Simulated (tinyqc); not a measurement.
## Bulk resistivity and mean free path from two films

Inverse problem. In the thick-film limit single-crystal films obey rho = rho0 (1 + 3 (1 - ps) lam/(8 d)). Find rho0, lam and the product rho0 lam.

Parameters, values chosen for the exercise: specular share of surface scattering ps = 0.2.

rho at d = 32 and 140 nm (uohm cm): 5.8935312  5.3199500

Answer. rho is a straight line in 1/d: the intercept is rho0 and the slope (3/8)(1 - ps) rho0 lam. Without ps only the product (1 - ps) lam could be found.

rho0 = 5.15 uohm cm
lam = 15.4 nm
rho0 lam = 79.3 uohm cm nm

Numbers from tinyqc (`OMP_NUM_THREADS=1 python tinyqc.py 2100172 2100173 out.jsonl`; about 0.01 s on one thread of a shared Intel Xeon 2.30GHz).
